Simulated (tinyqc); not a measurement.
Input admittance of a MOSFET at zero drain bias: distributed channel and distributed gate: one step of the calculation.

Source and drain grounded, strong inversion, w = 2 pi f, Cox = eps0 eox/tox. The channel is an RC line of resistance 1/(mu Cox Vo) per square fed from both ends, so one finger has the intrinsic admittance y = i w Cox L tanh(g)/g per width, g = (1/2) sqrt(i w tau), tau = L^2/(mu Vo). The vertical resistance rv/L is in series with y, the overlaps 2 i w Cov in parallel: y_t = 1/(1/y + rv/L) + 2 i w Cov. The gate strip is a line of Rsh/L per length loaded by y_t, so a finger has Y = y_t Wf tanh(k)/k, k = (Wf/sd) sqrt(y_t Rsh/L); the device has Nf Y.

Task. Admittance of the channel and stack per width. tau, g, c = Cox L, y and y_t as defined.

Parameters, values chosen for the exercise; values of the order met in silicon radio-frequency transistors:

| symbol | value | unit | meaning |
|---|---|---|---|
| eox | 3.9 |  | relative permittivity of the gate insulator (close to silicon dioxide) |
| tox | 7.3 | nm | insulator thickness |
| L | 0.36 | um | channel length |
| mu | 320 | cm^2/(V s) | channel mobility |
| Vo | 0.55 | V | gate overdrive |
| rv | 12 | ohm um^2 | vertical resistivity of the gate stack |
| Cov | 0.34 | fF/um | overlap and fringe capacitance on each side |
| f | 2.2 | GHz | frequency |

Constants: eps0 = 8.8541878128e-14 F/cm where lengths are in cm. Results are converted to the units shown.

Find: tau; g; c; y; y_t.

Result.

tau = 7.364 ps
g = 0.1128+0.1128i
c = 1.703 fF/um
y = 0.20+23.54i uS/um
y_t = 0.22+32.94i uS/um

w tau = 0.102, and Im y is 1.00 of w c.

Numbers from tinyqc (`OMP_NUM_THREADS=1 python tinyqc.py 2262055 2262056 out.jsonl`; about 0.01 s on one thread of a shared Intel Xeon 2.30GHz).
